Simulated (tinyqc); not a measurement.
# Hot electrons in a saturated n-channel MOSFET, lucky-electron model, step by step

Program tinyqc, `OMP_NUM_THREADS=1 python tinyqc.py 2550093 2550094 out.jsonl`; Intel Xeon 2.30GHz, shared host, one thread, about 0.01 s. Printed values are rounded.

Beyond pinch-off the lateral field grows as Esat cosh(y/l) over the velocity-saturated region (pseudo-two-dimensional model). Impact ionisation in this region gives the substrate current, which biases the body forward through Rsub. Currents are per width. Local-field laws: they overstate ionisation when the field peak is narrower than an energy relaxation length.

Values chosen for this exercise; values close to those of silicon n-channel devices:
- L = 1.2 um (channel length)
- tox = 26 nm (oxide thickness)
- xj = 320 nm (junction depth)
- VT = 0.77 V (threshold)
- mu = 280 cm^2/(V s) (effective mobility)
- vs = 7.9e6 cm/s (saturation velocity)
- Ai = 2e6 1/cm (ionisation prefactor)
- Bi = 1.63 MV/cm (ionisation field)
- Rd = 700 ohm um (resistance of the lightly doped drain)
- Rsub = 29000 ohm um (substrate resistance)
- kb = 0.45 (fall of VT per volt of forward body bias)
- lm = 10 nm (hot-electron mean free path)
- pb = 3.2 V (oxide barrier)
- Cg = 0.0021 (prefactor of the gate current)
- m = 3.1 (lifetime exponent)
- Hl = 10000 s uA/um (lifetime constant)
- Vd = 4.5 V (drain voltage)
- Vg = 2.5 V (gate voltage)

Constants: eps0 = 8.8541878128e-14 F/cm where lengths are in cm. Results are converted to the units shown.

## Length and field scales

Cox = 3.9 eps0/tox, l = sqrt(3 tox xj), Esat = 2 vs/mu.

Cox = 0.1328128 uF/cm^2
l = 157.9873 nm
Esat = 0.05642857 MV/cm
Esat L = 6.771429 V

## Iteration 1: body bias from the substrate current

Vb at the start = 0 V

Cox = 3.9 eps0/tox. Overdrive g = Vg - VT + kb Vb; Vdsat = g Esat L/(g + Esat L); Id = Cox vs (g - Vdsat); dV = Vd - Id Rd - Vdsat; Em = sqrt((dV/l)^2 + Esat^2); Isub = Id (Ai/Bi) l Em exp(-Bi/Em). Vb(new) = Rsub Isub.

Vdsat = 1.377953 V
Id = 36.93749 uA/um
dV = 3.096190 V
Em = 0.2039392 MV/cm
Isub = 0.04935158 uA/um
Vb after iteration 1 = 0.001431196 V

## Iteration 2: body bias from the substrate current

As before.

Vdsat = 1.378362 V
Id = 36.96220 uA/um
dV = 3.095765 V
Em = 0.2039133 MV/cm
Isub = 0.04932821 uA/um
Vb after iteration 2 = 0.001430518 V

## Course of the iteration: body bias from the substrate current

Stop when Vb changes by less than 1e-9 V, or after 60 iterations.

Course of the iteration:
```
iteration       Vb (V)  |change| (V)
1          0.001431196       1.43e-3
2          0.001430518       6.78e-7
3          0.001430519      3.21e-10
```

Converged in 3 iterations. The change falls from 0.0014 in the first iteration to below the tolerance in the last.

## Gate current, lifetime and channel shortening

Id = 36.96218 uA/um
dV = 3.095765 V
Em = 0.2039134 MV/cm
Isub = 0.04932822 uA/um

Ig = Cg Id exp(-pb/(lm Em)); lifetime tau = (Hl/Id)(Isub/Id)^(-m); length of the saturated region dL = l ln[(dV/l + Em)/Esat]. 1 year = 3.15576e7 s.

Isub/Id = 0.001334559
Ig = 0.01187462 pA/um
tau = 6991.833 years
dL = 309.3626 nm

The lifetime exceeds ten years. Integrating Ai exp(-Bi/E) over the cosh profile gives Isub/Id = 0.00126, so the closed form is 5.8 % above it.
